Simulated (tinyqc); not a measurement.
Resonant-tunnelling diode, transfer matrices and Tsu-Esaki current: two steps of the calculation.

Emitter (band edge 0), barrier d1, well Lw, barrier d2, collector (edge -V). The bias drops linearly over these layers and none in the contacts; each layer is cut into ns equal slices, flat at the value of their centres. E is the energy of motion across the layers, C = hbar^2/(2 m0), psi and psi'/m are continuous. Transport is coherent, T(E) is taken as independent of the transverse momentum, and charge in the well is ignored.

Inputs (values chosen for the exercise); masses and offsets of a made-up heterostructure: mass in the well, spacer and contacts mw = 0.084 m0; barrier height U1 = 0.3 eV; barrier mass m1 = 0.11 m0; emitter barrier d1 = 1.5 nm; well width Lw = 5.1 nm; collector barrier d2 = 2.2 nm; slices in each layer ns = 3; bias of the collector V = 0.077 V; trial energy E = 0.03477 eV.

Constants: q = 1.602176634e-19 C, hbar = 1.054571817e-34 J s, m0 = 9.1093837015e-31 kg, hbar^2/(2 m0) = 0.0380998212 eV nm^2. Results are converted to the units shown.

Task 1. Slices under bias. U = edge of the layer - V x/Lt at the centre x of each slice, Lt the summed thickness.

Give: U; m; width.

Result 1.

```
slice	U (eV)	m (m0)	width (nm)
0	0.2978	0.11	0.5000
1	0.2934	0.11	0.5000
2	0.2891	0.11	0.5000
3	-0.0206	0.084	1.700
4	-0.0354	0.084	1.700
5	-0.0503	0.084	1.700
6	0.2390	0.11	0.7333
7	0.2326	0.11	0.7333
8	0.2262	0.11	0.7333
```

Task 2. Running product of the slice matrices at the trial energy. For the pair (psi, psi'/m) a flat layer has M = [[cos kd, (m/k) sin kd], [-(k/m) sin kd, cos kd]] with k = sqrt(m (E - U)/C) above its edge U, and M = [[cosh Kd, (m/K) sinh Kd], [(K/m) sinh Kd, cosh Kd]] with K = sqrt(m (U - E)/C) below it. Later slices stand to the left. With M acting on (psi, psi'/m) and v = k/m in each lead, T(E) = 4 vL vR/[(vL vR M12 - M21)^2 + (vR M11 + vL M22)^2]. vL = sqrt(mw E/C)/mw, vR = sqrt(mw (E + V)/C)/mw.

```
slice	U (eV)	m (m0)	width (nm)
0	0.29781250	0.11	0.5
1	0.29343750	0.11	0.5
2	0.28906250	0.11	0.5
3	-0.02056250	0.084	1.7
4	-0.03543750	0.084	1.7
5	-0.05031250	0.084	1.7
6	0.23904167	0.11	0.73333333
7	0.23262500	0.11	0.73333333
8	0.22620833	0.11	0.73333333
```

Find: Product after each layer; T(E).

Result 2.

Product after each layer:
```
	M11	M12 (nm)	M21 (1/nm)	M22
barrier d1	1.9720	0.21525	13.285	1.9572
well	1.9814	0.31431	-15.870	-2.0129
barrier d2	-0.40860	0.12191	-8.3440	0.042160
```

T(E) = 0.64892

tinyqc, about 0.2 s, one thread, Intel Xeon 2.30GHz (shared host): `OMP_NUM_THREADS=1 python tinyqc.py 2600003 2600004 out.jsonl`
